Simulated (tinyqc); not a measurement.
The integration grid: Kohn-Sham LDA (VWN5) on finer and finer grids in the 6-311g basis, for H2, spin multiplicity 1. Computed by the program tinyqc with PySCF. 

Geometry (angstrom):
```
atom       x       y       z
H     0.0000  0.0000  0.0000
H     0.0000  0.0000  0.8920
```

Self-consistent on each grid; the net force on the molecule should vanish.

Kohn-Sham energy on Becke grids (radial x angular points per atom):
```
grid       points  residual of the electron count  E (hartree)  E - finest (mhartree)  largest net force without grid terms (hartree/bohr)
10 x 14       272                        6.97e-03    -1.130055              -3.021321                                             1.11e-16
15 x 26       770                       -5.10e-03    -1.127021               0.012268                                             1.11e-16
20 x 50      1986                       -2.32e-05    -1.127024               0.009211                                             1.11e-16
30 x 86      5138                        8.35e-06    -1.127034              -0.000192                                             1.11e-16
50 x 194    19364                        5.77e-09    -1.127033              -0.000022                                             1.11e-16
75 x 302    45244                        3.08e-09    -1.127033               0.000000                                             5.55e-17
120 x 590  141380                        6.67e-11    -1.127033               0.000000                                             3.63e-17
```

The energy is within 0.1 mhartree of the finest grid first at 15 x 26. The error has both signs, since quadrature is not variational. The net force vanishes by symmetry here, so only the electron count signals a poor grid.
